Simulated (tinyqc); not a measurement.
# Input admittance of a MOSFET at zero drain bias: distributed channel and distributed gate, step by step

Computed by the program tinyqc: `OMP_NUM_THREADS=1 python tinyqc.py 2262110 2262111 out.jsonl`, one thread of a shared Intel Xeon 2.30GHz, about 0.01 s for the whole run. Printed values are rounded.

Source and drain grounded, strong inversion, w = 2 pi f, Cox = eps0 eox/tox. The channel is an RC line of resistance 1/(mu Cox Vo) per square fed from both ends, so one finger has the intrinsic admittance y = i w Cox L tanh(g)/g per width, g = (1/2) sqrt(i w tau), tau = L^2/(mu Vo). The vertical resistance rv/L is in series with y, the overlaps 2 i w Cov in parallel: y_t = 1/(1/y + rv/L) + 2 i w Cov. The gate strip is a line of Rsh/L per length loaded by y_t, so a finger has Y = y_t Wf tanh(k)/k, k = (Wf/sd) sqrt(y_t Rsh/L); the device has Nf Y.

Parameters, values chosen for the exercise; values of the order met in silicon radio-frequency transistors:
```
symbol  value        unit                                                                 meaning
eox      7.68              relative permittivity of the gate insulator (close to silicon nitride)
tox       3.9          nm                                                     insulator thickness
L       0.069          um                                                          channel length
Wf         10          um                                                            finger width
Nf          4                                                                   number of fingers
mu        390  cm^2/(V s)                                                        channel mobility
Vo       0.36           V                                                          gate overdrive
Rsh       3.1  ohm/square                                            sheet resistance of the gate
rv          4    ohm um^2                                  vertical resistivity of the gate stack
sd          2                                       number of ends at which a finger is contacted
Cov      0.26       fF/um                             overlap and fringe capacitance on each side
f          49         GHz                                                               frequency
```

Constants: eps0 = 8.8541878128e-14 F/cm where lengths are in cm. Results are converted to the units shown.

## Low-frequency resistances and capacitance

Low-frequency limits, with c = Cox L and ct = c + 2 Cov: R_strip = Rsh Wf/(3 sd^2 L Nf), R_ch = (c/ct)^2 L/(12 mu Cox Vo Wf Nf), R_vert = (c/ct)^2 rv/(L Wf Nf), C = ct Wf Nf.

parts (ohm): strip 9.35990, channel 0.286268, vertical 0.706527
sum = 10.3527 ohm
C = 68.9232 fF
1/(2 pi R C) = 223.049 GHz

The strip term is the largest, 90.4 % of the sum.

## Admittance of the channel and stack per width

tau, g, c = Cox L, y and y_t as defined.

tau = 0.339103 ps
g = 0.114237+0.114237i
c = 1.20308 fF/um
y = 3.222+370.366i uS/um
y_t = 11.165+530.153i uS/um

w tau = 0.104, and Im y is 1.00 of w c.

## Input impedance of the device

k and Y as defined; Z = 1/(Nf Y) = R + 1/(i w C); Q = |Im Z|/R; signal at the point farthest from a contact |1/cosh k|.

k = 0.551423+0.539932i
Nf Y = 4.3684+20.1012i mS
R = 10.3239 ohm
C = 68.3734 fF
Q = 4.60145
signal at the far point = 0.965885

R is 0.28 % below its low-frequency limit and C is 0.80 % below its own.
